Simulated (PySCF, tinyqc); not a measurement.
CIS and TDHF on RHF in the sto-3g basis, for H3-, spin multiplicity 1, step by step. The basis has no diffuse functions, so it cannot describe the extra electron: this is an exercise in the method, not the real anion. The lowest restricted solution is unstable here: a spin-polarised one lies 0.0943 hartree lower (PySCF). One step of it, computed by the program tinyqc.

Question. TDHF (RPA) triplet states. B(ia,jb) = - (ib|ja); the squared energies are the eigenvalues of (A - B)(A + B); 1 hartree = 27.211386 eV.

CIS matrix A, triplet (hartree), order 1>3, 2>3:
$$\begin{pmatrix}
0.494444 & 0.086120 \\
0.086120 & -0.142414
\end{pmatrix}$$

Two-electron integrals over orbitals (pq|rs), unique and non-zero (hartree):
```
(11|11) 0.609481    (21|11) -0.036258   (21|21) 0.111701    (22|11) 0.542471
(22|21) 0.109690    (22|22) 0.715971    (31|11) 0.000901    (31|21) 0.000345
(31|22) -0.002994   (31|31) 0.165180    (32|11) 0.000519    (32|21) -0.003032
(32|22) -0.001597   (32|31) -0.078408   (32|32) 0.048248    (33|11) 0.608799
(33|21) -0.086120   (33|22) 0.484772    (33|31) 0.002138    (33|32) 0.001343
(33|33) 0.669281
```

Give: TDHF matrix B, triplet; squared energies w^2; TDHF energies from the positive w^2.

Answer.

TDHF matrix B, triplet (hartree), order 1>3, 2>3:
$$\begin{pmatrix}
-0.165 & 0.078 \\
0.078 & -0.048
\end{pmatrix}$$

squared energies w^2 (hartree^2): [0.026, 0.211]

TDHF energies from the positive w^2 (eV): [4.425, 12.507]

A + B or A - B has a negative eigenvalue: the restricted solution is unstable towards a spin-polarised one, a negative w^2 means an imaginary energy, and the lowest roots have no physical meaning.
